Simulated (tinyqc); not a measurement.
## Surface potential of a MOS transistor: implicit equation and explicit approximations: effect of the channel-body voltage at fixed gate voltage

p-type body, charge-sheet picture, depletion and inversion only, full ionisation (an idealisation for deep acceptors), Boltzmann statistics (rough once Na exp(x - xn) passes about Nc/7). In units of Vt: xg = (Vg - Vfb)/Vt, x = psi/Vt, G = gamma/sqrt(Vt), xn = (2 phiF + Vc)/Vt. The implicit equation is (xg - x)^2 = G^2 [x - 1 + exp(x - xn)] for x above about 3. Cox = eps0 eox/tox.

ni = sqrt(Nc Nv) exp(-Eg/(2 Vt)), Eg in volts; phiF = Vt ln(Na/ni); gamma = sqrt(2 q eps0 eps_r Na)/Cox; VT = Vfb + Vt (xn + G sqrt(xn - 1)). Depletion value a = 1 + [sqrt(G^2/4 + xg - 1) - G/2]^2; inversion value b = xn + ln[(xg - xn)^2/G^2 - xn + 1] and first guess y = min(a, b) - ln(1 + exp(-|a - b|)) if a > xn + 1, else b = y = a; one second-order correction with D = exp(y - xn), p = 2 (xg - y) + G^2 (1 + D), w = (xg - y)^2 - G^2 (y - 1 + D): z = y + 2 w/(p + sqrt(p^2 - 2 (2 - G^2 D) w)), or the Newton step z = y + w/p where the root is not real. N_inv = (Cox Vt G/q) [sqrt(x - 1 + exp(x - xn)) - sqrt(x - 1)] at the root. Lambert form (Cox m Vt/q) W0[(G/(2 m sqrt(xn - 1))) exp((Vg - VT)/(m Vt))], m = 1 + G/(2 sqrt(xn - 1)). Errors under 1e-4 mV, and the linear form below VT, are printed as 0.

Inputs (values chosen for the exercise); band and dielectric values close to those of silicon: temperature T = 250 K; band gap Eg = 1.12 eV; relative permittivity eps_r = 11.7; conduction-band density of states at T Nc = 2.15e19 cm^-3; valence-band density of states at T Nv = 2.02e19 cm^-3; relative permittivity of the gate insulator (close to silicon dioxide) eox = 3.9; insulator thickness tox = 4.4 nm; acceptor density Na = 2.8e16 cm^-3; flat-band voltage Vfb = -0.59 V; gate-body voltage Vg = 1.4 V.

Constants: q = 1.602176634e-19 C, kB = 1.380649e-23 J/K, Vt = kB T/q, eps0 = 8.8541878128e-14 F/cm where lengths are in cm. Results are converted to the units shown.

Result of one run:
```
psi (V)  x - xn  error of y (mV)  error of z (mV)  N_inv (cm^-2)  Cox (Vg - VT)/q (cm^-2)  Lambert form (cm^-2)
1.007     7.981             7.08           -0.168       4.218e12                 5.114e12              4.391e12
```

Which channel-body voltage Vc gave this result: 0, 0.4, 0.8, 1 or 1.4 V?

Vc = 0 V.

The whole series:
```
Vc (V)  psi (V)   x - xn  error of y (mV)  error of z (mV)  N_inv (cm^-2)  Cox (Vg - VT)/q (cm^-2)  Lambert form (cm^-2)
0         1.007    7.981             7.08           -0.168       4.218e12                 5.114e12              4.391e12
0.2       1.197    7.538             8.28           -0.287       3.230e12                 4.072e12              3.371e12
0.4       1.385    6.968             10.1           -0.583       2.260e12                 3.035e12              2.367e12
0.6       1.568    6.166             13.3            -1.78       1.319e12                 2.003e12              1.388e12
0.8       1.738    4.757             20.3             6.39       4.483e11                 9.741e11              4.730e11
1         1.824  -0.4939            0.574                0        2.941e9                        0               2.937e9
1.2       1.825   -9.751                0                0        2.811e5                        0               2.631e5
1.4       1.825   -19.03                0                0          26.13                        0                 22.69
```

As Vc goes from 0 to 1.4, psi rises from 1.01 to 1.83 V, x - xn falls from 7.98 to -19.0 and N_inv falls from 4.22e12 to 26.1 cm^-2. The Lambert form lies between 0.868 and 1.06 times N_inv. psi follows Vc only while the surface is inverted; once x falls below xn it settles at the depletion value. For Vc = 0, 0.2, 0.4, 0.6, 0.8 the electron quasi-Fermi level lies less than 2 Vt below the band edge at the surface, or above it, where degeneracy and confinement, left out, matter.

tinyqc, about 0.01 s, one thread, Intel Xeon 2.30GHz (shared host): `OMP_NUM_THREADS=1 python tinyqc.py 2122018 2122019 out.jsonl`
